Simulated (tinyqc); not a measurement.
Inside a calculation: Gamma, L and X subbands of a thin body with non-parabolic valleys. Values are carried at full precision from step to step, so a last printed digit may differ when a step is redone from the rounded ones.

Hard walls, flat band, c = hbar^2/2m0, energies from the bulk Gamma edge. For a valley at angle theta to the normal 1/m_z = cos^2/ml + sin^2/mt and m_d = sqrt(ml mt^2/m_z). Subband n starts at E_v + e with e (1 + a e) = c (n pi/t)^2/m_z, and its density-of-states mass is taken as m_d (1 + 2 a e), without further growth at higher in-plane energy. Groups are named by valley and degeneracy.

Constants: hbar^2/2m0 = 3.80998211 eV angstrom^2; kB = 8.617333262e-05 eV/K.

Inputs chosen for the exercise (near those of a thin GaAs channel; the results hold for these values, not for the real material): face = 100 (surface); mG = 0.0672 m0 (Gamma mass); aG = 0.58 1/eV (Gamma non-parabolicity); EL = 0.315 eV (L edge above Gamma); mL = (1.946, 0.073) m0 (L valleys (four, along <111>): ml, mt); EX = 0.506 eV (X edge above Gamma); mX = (1.315, 0.235) m0 (X valleys (three, along <100>): ml, mt); aS = 0.6 1/eV (non-parabolicity of L and X); t = 66 angstrom (body thickness); Ns = 3.6 x 1e12/cm^2 (sheet density); T = 300 K (temperature); eot = 10 angstrom (equivalent oxide thickness).

## Valley groups

List degeneracy, edge, m_z, m_d and a.

Groups:
```
group  g  E_v (eV)     m_z     m_d  a (1/eV)
G1     1     0.000  0.0672  0.0672      0.58
L4     4     0.315  0.1075  0.3106      0.60
X1     1     0.506  1.3150  0.2350      0.60
X2     2     0.506  0.2350  0.5559      0.60
```

## Subband edges

n = 1 to 8 for each group; list the ten lowest.

Subbands:
```
subband  g  E (eV)  DOS mass
G1 n=1   1  0.1201    0.0766
L4 n=1   4  0.3918    0.3392
G1 n=2   1  0.4143    0.0995
X1 n=1   1  0.5125    0.2368
X1 n=2   1  0.5319    0.2423
X2 n=1   2  0.5420    0.5799
X1 n=3   1  0.5631    0.2511
L4 n=2   4  0.5907    0.4134
X1 n=4   1  0.6051    0.2630
X2 n=2   2  0.6419    0.6465
```

The lowest subband is G1 n=1, 272 meV below L4 n=1; in the bulk the lowest valley is Gamma.

## Filling and quantum capacitance

n_i = g m/(2 pi c) kB T ln(1 + exp((EF - E_i)/kB T)), sum n_i = Ns (1e12/cm^2 = 1e-4/angstrom^2), c = hbar^2/2m0. Quantum capacitance Cq = 1602.176634 sum g m/(2 pi c) f_i in microfarad/cm^2 with f_i = 1/(1 + exp((E_i - EF)/kB T)); Cox = 34.5313/eot (one gate); C/Cox = Cq/(Cq + Cox), the centroid term left out.

Over the ten listed subbands, named by valley (G, L, X), degeneracy and number.

EF = 0.2314 eV

n_i in the order of the list (1e12/cm^2): [3.569, 0.030, 0.001, 0.000, 0.000, 0.000, 0.000, 0.000, 0.000, 0.000]

Cq = 5.25 microfarad/cm^2
Cox = 3.453 microfarad/cm^2
C/Cox = 0.603

EF lies 111 meV above the lowest edge; Gamma holds 99 % of the electrons. The low density of states costs 40 % of the gate capacitance.

## Checks

- Cq against the slope dNs/dEF by finite differences, microfarad/cm^2: both 5.25.

(tinyqc, `OMP_NUM_THREADS=1 python tinyqc.py 1250035 1250036 out.jsonl`, Intel(R) Xeon(R) Processor @ 2.30GHz, 1 thread, shared host, about 0.02 s.)
